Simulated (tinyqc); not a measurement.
Electrons shared among three sets of ellipsoidal valleys: sweeps and comparisons. A value that a table varies takes the place of the one given here.

F_j(eta) = (1/Gamma(j + 1)) integral_0^infinity x^j dx/(1 + exp(x - eta)), which tends to exp(eta) for eta << 0.

Sets Delta2, Delta4, L: N_i = M_i times N = 2 (m kB T/(4 pi c))^(3/2) with c = hbar^2/2m0, in 1/angstrom^3; times 1e24 for 1/cm^3, m = (ml mt^2)^(1/3); n = sum_i N_i F_1/2((EF - dE_i)/kT), energies from the edge of the first set; mu_drift = sum of share times mobility.

Constants: hbar^2/2m0 = 3.80998211 eV angstrom^2; kB = 8.617333262e-05 eV/K.

Parameters, chosen for this exercise (masses and offsets near those of Si; mobilities are free inputs, held fixed; the results hold for these values, not for the real material): dE = (0, 0.143, 0.8) eV (edges of Delta2, Delta4, L above the first, the first two split by strain); M = (2, 4, 4) (valleys in each set); ml = (0.918, 0.918, 1.679) m0 (longitudinal masses of Delta2, Delta4, L); mt = (0.1884, 0.1884, 0.1162) m0 (transverse masses); mu = (2000, 1100, 500) cm^2/(V s) (mobility of each set, for current in the plane normal to the Delta2 axis); n = 8.7e+16 1/cm^3 (total electron density); T = 77 K.

## Transfer between valleys with temperature

Offsets, masses and mobilities are held fixed; n is fixed too, so the high values of T stand for hot electrons, not for the lattice.

Populations:
```
T (K)  EF (eV)  share Delta2  share Delta4  share L  mu_drift
77     -0.0171        1.0000        0.0000   0.0000      2000
150    -0.0465        1.0000        0.0000   0.0000      2000
300    -0.1202        0.9921        0.0079   0.0000      1993
450    -0.2056        0.9522        0.0478   0.0000      1957
600    -0.3000        0.8881        0.1119   0.0000      1899
900    -0.5094        0.7595        0.2404   0.0000      1784
1200   -0.7375        0.6655        0.3340   0.0005      1699
2000   -1.4007        0.5295        0.4620   0.0085      1571
```

The share of Delta2 goes from 1.000 to 0.530 and the mean mobility from 2000 to 1571 cm^2/(V s). Delta2 holds more than Delta4 throughout. The share of L is at most 0.0085.

## Transfer between valleys with doping

Parabolic valleys; band tails and gap narrowing are left out.

Populations:
```
n (1/cm^3)  EF (eV)  share Delta2  share Delta4  share L  mu_drift
1.0e+16     -0.0316        1.0000        0.0000   0.0000      2000
1.0e+17     -0.0162        1.0000        0.0000   0.0000      2000
1.0e+18      0.0009        1.0000        0.0000   0.0000      2000
3.0e+18      0.0120        1.0000        0.0000   0.0000      2000
1.0e+19      0.0322        1.0000        0.0000   0.0000      2000
3.0e+19      0.0689        1.0000        0.0000   0.0000      2000
1.0e+20      0.1505        0.9596        0.0404   0.0000      1964
```

The share of Delta2 goes from 1.000 to 0.960 and the mean mobility from 2000 to 1964 cm^2/(V s). Delta2 holds more than Delta4 throughout. The share of L is at most 6.1e-45.

## Moving the second set by strain or alloying

The second entry of dE is replaced by the values listed; a negative value puts that set lowest.

Populations:
```
offset (eV)  EF (eV)  share Delta2  share Delta4  share L  mu_drift
-0.100       -0.1218        0.0000        1.0000   0.0000      1100
-0.050       -0.0718        0.0003        0.9997   0.0000      1100
0.000        -0.0245        0.3333        0.6667   0.0000      1400
0.025        -0.0174        0.9548        0.0452   0.0000      1959
0.050        -0.0171        0.9989        0.0011   0.0000      1999
0.100        -0.0171        1.0000        0.0000   0.0000      2000
0.150        -0.0171        1.0000        0.0000   0.0000      2000
0.200        -0.0171        1.0000        0.0000   0.0000      2000
0.300        -0.0171        1.0000        0.0000   0.0000      2000
```

The share of Delta2 goes from 0.000 to 1.000 and the mean mobility from 1100 to 2000 cm^2/(V s). Delta2 and Delta4 hold equal numbers between offset = 0 and 0.025 eV. The share of L is at most 7.5e-53. With Boltzmann statistics the first two sets are equal at kT ln(N_2/N_1) = 0.0046 eV.

## What moves the populations

All else solved anew. Each row changes one parameter from the base and keeps the others.

Results:
```
case                               EF (eV)  share Delta2  share Delta4  share L  mu_drift (cm^2/(V s))
base                               -0.0171        1.0000        0.0000   0.0000                   2000
T = 127 K                          -0.0366        1.0000        0.0000   0.0000                   2000
n = 2.61e+17 1/cm^3                -0.0095        1.0000        0.0000   0.0000                   2000
dE = (0, 0.1144, 0.8) eV           -0.0171        1.0000        0.0000   0.0000                   2000
mt = (0.1884, 0.2261, 0.1162) m0   -0.0171        1.0000        0.0000   0.0000                   2000
ml = (0.918, 1.1016, 1.679) m0     -0.0171        1.0000        0.0000   0.0000                   2000
mu = (2400, 1100, 500) cm^2/(V s)  -0.0171        1.0000        0.0000   0.0000                   2400
```

The largest shifts from the base row, up to three for each result and ties (the steps differ in size, so this ranks the rows, not the parameters). EF (eV): T -0.0195, n +0.0076; unchanged at the printed digits by dE, mt, ml and mu. share Delta2: unchanged at the printed digits by T, n, dE, mt, ml and mu. share Delta4: unchanged at the printed digits by T, n, dE, mt, ml and mu. share L: unchanged at the printed digits by T, n, dE, mt, ml and mu. mu_drift (cm^2/(V s)): mu +400; unchanged at the printed digits by T, n, dE, mt and ml.

Run: tinyqc, `OMP_NUM_THREADS=1 python tinyqc.py 1651414 1651415 out.jsonl`; Intel(R) Xeon(R) Processor @ 2.30GHz, one thread, shared host; about 0.01 s of CPU time with all checks.
